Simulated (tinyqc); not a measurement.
Raising U: Hubbard chain of 4 sites, mean field against exact. Computed by the program tinyqc. Collinear unrestricted mean field (the lowest of 40 random starts) against exact diagonalisation.

one-body matrix (hopping and site energies) (eV):
```
         1        2        3        4
1   0.3800  -1.7800   0.0000   0.0000
2  -1.7800  -0.2700  -1.7800   0.0000
3   0.0000  -1.7800   0.3400  -1.7800
4   0.0000   0.0000  -1.7800  -0.2600
```

electrons, up and down: 2  1

Exact and mean-field results (eV):
```
U            U/t    E exact  E mean field  mean |n_up - n_down|  double occupancy, exact  first gap in the sector
0.8900    0.5000  -6.372067     -6.351952                0.2500                   0.1134                   1.7532
1.7800    1.0000  -5.993019     -5.913791                0.2500                   0.0997                   1.6976
3.5600    2.0000  -5.373250     -5.080460                0.2692                   0.0752                   1.5131
5.3400    3.0000  -4.908643     -4.348670                0.3622                   0.0562                   1.3118
7.1200    4.0000  -4.561153     -3.785165                0.4886                   0.0422                   1.1341
10.6800   6.0000  -4.095749     -3.121757                0.6160                   0.0251                   0.8686
14.2400   8.0000  -3.809134     -2.859040                0.7269                   0.0161                   0.6932
21.3600  12.0000  -3.485068     -2.699438                0.7408                   0.0080                   0.4870
35.6000  20.0000  -3.201633     -2.577219                0.7467                   0.0031                   0.3017
```

What does the comparison show, and why?

In absolute terms mean field is worst at U/t = 6.0, 0.974 eV too high: at small U it is nearly exact, and at large U it still misses the motion of the hole through a fluctuating spin background. Relative to the exact energy its error is 0.3 % at the smallest U, 25 % at most and 20 % at the largest. The double occupancy falls from 0.113 to 0.003.
